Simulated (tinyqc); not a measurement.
Slow cooling against a quench: self-consistent Fermi level with native defects, at growth and after a quench. Computed by tinyqc, a small Python program. Command: `OMP_NUM_THREADS=1 python tinyqc.py 3030922 3030923 out.jsonl scfermi walk`. One thread of a shared host (Intel(R) Xeon(R) Processor @ 2.30GHz), about 0.06 s of CPU time with the checks.

Energies are counted from the top of the valence band (VBM); when the gap shrinks with temperature the conduction band moves and the levels stay. The added dopant is taken as fully ionised. D and A draw on one reservoir with opposite signs, as the two vacancies of a compound do.

Inputs (values chosen for the exercise, with bands modelled on 4H-SiC):

| quantity | value | unit |
|---|---|---|
| gap E_g at 300 K | 3.21 | eV |
| slope -dE_g/dT above 300 K | 0.00028 | eV/K |
| electron mass m_e | 0.405 | m_0 |
| valleys M_c | 3 | - |
| hole mass m_h | 1.98 | m_0 |
| E_f of the neutral native donor D | 1.086 | eV |
| E_f of the neutral native acceptor A | 3.876 | eV |
| shift s of the chemical potential | -0.056 | eV |
| site density N_s | 4.7e+22 | cm^-3 |
| dopant density N_X | 3.6e+18 | cm^-3 |
| growth temperature T_g | 1290 | K |
| temperature of use T | 400 | K |

Added shallow dopant: acceptor.

levels of D above the VBM, most positive state first (eV): 1.32  1.33  1.71

levels of A above the VBM, (0/-1) first (eV): 0.673  1.36  1.73

Constants: m_0 = 9.1093837015e-31 kg; k_B = 1.380649e-23 J/K; h = 6.62607015e-34 J s; k_B = 8.617333262e-05 eV/K.

Method:
- E_f(D, 0) = input + s and E_f(A, 0) = input - s; E_f(q, E_F = 0) follows from the levels, eps(q/q-1) = E_f(q - 1) - E_f(q) at E_F = 0.
- E_g(T) = E_g - slope x max(0, T - 300 K).
- N_c = 2 M_c (2 pi m_e k_B T/h^2)^(3/2) and N_v = 2 (2 pi m_h k_B T/h^2)^(3/2), masses in units of m_0.
- At growth T = T_g.
- n = N_c F_1/2((E_F - E_g)/k_B T), p = N_v F_1/2(-E_F/k_B T).
- F_1/2(eta) = (2/sqrt(pi)) int_0^infinity sqrt(x)/(1 + exp(x - eta)) dx, by the trapezoid rule in t = sqrt(x) with step 0.02 up to t = 12 (for eta < -12 by exp(eta) - exp(2 eta)/2^(3/2)).
- In equilibrium c_q = N_s exp(-(E_f(q, 0) + q E_F)/k_B T).
- Net charge = p - n + sum q c_q - N_X; the log ratio is ln(positive charge/negative charge).
- E_F is the root of the log ratio, by 50 bisections between -0.5 eV and E_g + 0.5 eV.
- After a quench the totals of D and A stay as grown, and each is shared among its charge states with weights exp(-(E_f(q, 0) + q E_F)/k_B T).
- Each E_F by bisection; full equilibrium lets the defects form and vanish at every T.

E_f(q, E_F = 0) (eV): D(+3) -3.330, D(+2) -2.010, D(+1) -0.680, D(0) 1.030, A(0) 3.932, A(-1) 4.605, A(-2) 5.965, A(-3) 7.695

total D = 7.96052e+18 cm^-3

total A = 1.91444e+13 cm^-3

Two histories (densities in cm^-3):

| T (K) | E_F, equilibrium (eV) | n | p | all defects | E_F, frozen (eV) | n, frozen | p, frozen |
|---|---|---|---|---|---|---|---|
| 1110 | 1.5983 | 7.1138e+13 | 2.7555e+13 | 4.3761e+18 | 1.7323 | 2.8899e+14 | 6.7831e+12 |
| 930 | 1.4686 | 3.4998e+11 | 4.1981e+12 | 3.1401e+18 | 1.7270 | 8.7915e+12 | 1.6712e+11 |
| 760 | 1.3696 | 3.4912e+08 | 2.3347e+11 | 2.2744e+18 | 1.7230 | 7.7065e+10 | 1.0577e+09 |
| 580 | 1.2927 | 5.4776e+03 | 1.1001e+09 | 1.5055e+18 | 1.7196 | 2.8080e+07 | 2.1461e+05 |
| 400 | 1.2321 | 8.0865e-06 | 3.2215e+04 | 1.2331e+18 | 1.7166 | 1.0284e+01 | 2.5333e-02 |

What does the comparison show, and why?

At 400 K equilibrium would leave 1.23e18 defects per cm^3 against 7.96e18 frozen in, and E_F differs by +0.484 eV. Both histories end semi-insulating. Real samples lie between, set by the temperature at which diffusion stops. In so wide a gap the dopant may be only partly ionised at the temperature of use; these carrier densities are then overstated.
